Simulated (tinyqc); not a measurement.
Inside a calculation. Method: UHF in the 3-21g basis, for H2, spin multiplicity 3. One step of it, computed by the program tinyqc.

Question. Iteration 3: diagonalisation and new density. Diagonalise F' = X^T F X, C = X C', fill 2 alpha and 0 beta electrons from the bottom; D(s) = C_occ C_occ^T. Each column has its largest component positive (the first on a tie).

extrapolated F(alpha) (hartree), lower triangle:
```
,1H 1s,1H 2s,2H 1s,2H 2s
1H 1s,-0.065983
1H 2s,-0.586894,-0.428050
2H 1s,-0.112057,-0.258204,-0.065983
2H 2s,-0.258204,-0.309810,-0.586894,-0.428050
```

extrapolated F(beta) (hartree), lower triangle:
```
,1H 1s,1H 2s,2H 1s,2H 2s
1H 1s,0.628641
1H 2s,-0.033022,0.105273
2H 1s,-0.067345,-0.073305,0.628641
2H 2s,-0.073305,-0.018555,-0.033022,0.105273
```

X, lower triangle:
```
,1H 1s,1H 2s,2H 1s,2H 2s
1H 1s,1.240427
1H 2s,-0.481783,1.395212
2H 1s,0.027876,0.032645,1.240427
2H 2s,0.032645,-0.372411,-0.481783,1.395212
```

Give: F' = X^T F X; orbital energies; coefficients C; F' = X^T F X; orbital energies; coefficients C; D(alpha) after iteration 3; D(beta) after iteration 3.

Answer.

F' = X^T F X (alpha) (hartree), lower triangle:
```
,1,2,3,4
1,0.487
2,-0.770,0.105
3,0.041,-0.057,0.487
4,-0.057,-0.136,-0.770,0.105
```

orbital energies (alpha) (hartree): MO1 -0.624, MO2 -0.377, MO3 1.064, MO4 1.120

coefficients C (alpha):
```
,MO1,MO2,MO3,MO4
1H 1s,0.265,0.286,-0.886,0.914
1H 2s,0.402,0.707,1.093,-0.680
2H 1s,0.265,-0.286,0.886,0.914
2H 2s,0.402,-0.707,-1.093,-0.680
```

F' = X^T F X (beta) (hartree), lower triangle:
```
,1,2,3,4
1,1.024
2,-0.484,0.400
3,0.018,-0.035,1.024
4,-0.035,-0.098,-0.484,0.400
```

orbital energies (beta) (hartree): MO1 0.034, MO2 0.235, MO3 1.268, MO4 1.309

coefficients C (beta):
```
,MO1,MO2,MO3,MO4
1H 1s,0.128,0.118,-0.924,0.943
1H 2s,0.497,0.896,0.944,-0.614
2H 1s,0.128,-0.118,0.924,0.943
2H 2s,0.497,-0.896,-0.944,-0.614
```

D(alpha) after iteration 3, lower triangle:
```
,1H 1s,1H 2s,2H 1s,2H 2s
1H 1s,0.152
1H 2s,0.309,0.662
2H 1s,-0.012,-0.096,0.152
2H 2s,-0.096,-0.338,0.309,0.662
```

D(beta) after iteration 3, lower triangle:
```
,1H 1s,1H 2s,2H 1s,2H 2s
1H 1s,0.000
1H 2s,0.000,0.000
2H 1s,0.000,0.000,0.000
2H 2s,0.000,0.000,0.000,0.000
```
